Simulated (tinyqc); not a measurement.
Grain-boundary trapping model (Seto) of a polycrystalline semiconductor film: one step, computed by the program tinyqc.

Grains of equal size L are joined by thin boundaries with one trap level. Trapped carriers deplete a width W on each side and raise a barrier, crossed by thermionic emission. Dopants are fully ionised, statistics are non-degenerate and mu_g does not depend on T.

Question. Activation energy. N_c(T) = N_c (T/300 K)^(3/2). Filled traps Q = Q_t/(1 + (1/2) exp((E_t* - E_F)/k_B T)), where E_t* = e V_B - E_t and E_F are counted from the band edge at the grain centre. Partial depletion: Q = 2 N W, V_B = e N W^2/(2 eps eps_0), E_F = k_B T ln(N/N_c); solve for W. If that W would exceed L/2 the grain is fully depleted: W = L/2, Q = N L, and E_F follows from the trap equation. Centre density n_0 = N_c exp(E_F/k_B T). Boundary: sigma_b = L e^2 n_0 exp(-e V_B/k_B T)/sqrt(2 pi m k_B T); rho = 1/sigma_b. Mean carrier density n_av = n_0 [(1 - 2W/L) + (2W/L) (sqrt(pi)/2) erf(y)/y], y = sqrt(e V_B/k_B T); effective mobility 1/(e n_av rho). E_a = d ln(rho)/d(1/k_B T) from T - 5 K and T + 5 K; temperature coefficient d ln(rho)/dT.

Inputs (values chosen for the exercise, modelled on polycrystalline germanium):

| quantity | value | unit |
|---|---|---|
| permittivity eps | 16 | - |
| effective mass m | 0.21 | m_0 |
| effective density of states at 300 K, N_c | 6.1e+18 | 1/cm^3 |
| grain size L | 340 | nm |
| trap density Q_t | 3.6e+12 | 1/cm^2 |
| trap level E_t below the band edge | 0.21 | eV |
| doping N | 1.1e+17 | 1/cm^3 |
| temperature T | 350 | K |

Grain interior: neglected.

Constants: k_B = 8.617333262e-05 eV/K; e = 1.602176634e-19 C; eps_0 = 8.8541878128e-12 F/m; m_0 = 9.1093837015e-31 kg; k_B = 1.380649e-23 J/K.

Give: activation energy E_a; temperature coefficient.

Answer.

activation energy E_a = 0.2231 eV

temperature coefficient = -2.114 %/K
